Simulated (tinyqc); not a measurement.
Debye-Callaway model of lattice thermal conductivity: one step, computed by the program tinyqc. Command: `OMP_NUM_THREADS=1 python tinyqc.py 3030379 3030380 out.jsonl callaway walk`. One thread of a shared host (Intel(R) Xeon(R) Processor @ 2.30GHz), about 0.01 s of CPU time with the checks.

Three acoustic branches with one velocity v, cut at omega_D = k_B Theta/hbar; x = hbar omega/(k_B T). v and Theta are separate inputs: Theta cuts off the heat-carrying modes, so C need not reach 3 k_B/V. gamma is an effective value that sets the umklapp rate.

Question. Scattering rates at one frequency. Rates: point defects A omega^4; umklapp B omega^2 T exp(-Theta/(b T)) with B = hbar gamma^2/(M v^2 Theta); normal processes f_N B omega^2 T (T/Theta)^2. Boundaries: v/L. The resistive time is tau_R = 1/(boundary + point-defect + umklapp rates), and the free path is v tau_R.

Inputs (values chosen for the exercise, modelled on boron arsenide):
```
quantity                              value        unit
sound velocity v                       5600         m/s
Debye temperature Theta                 668           K
mean atomic mass M                     42.9           u
effective Grueneisen parameter gamma   1.05           -
umklapp exponent divisor b                2           -
Casimir length L                        200  micrometre
normal-process factor f_N              0.53           -
temperature T                           300           K
probe frequency omega/omega_D          0.28           -
```

Sample: crystal. Point defects: isotopes. Normal processes: included.

Rayleigh coefficient A = 2.280167e-46 s^3

Constants: k_B = 1.380649e-23 J/K; hbar = 1.054571817e-34 J s; u = 1.6605390666e-27 kg.

Give: omega; Rates; tau_R; free path.

Answer.

omega = 2.449e+13 rad/s

Rates:
```
process        rate (1/s)  rate x tau_R
boundaries       2.80e+07      0.005940
point defects   8.198e+07       0.01739
umklapp         4.603e+09        0.9767
normal          1.498e+09        0.3179
```

tau_R = 2.122e-10 s

free path = 1188 nm

The strongest resistive process at this frequency: umklapp, 98 % of the resistive rate.
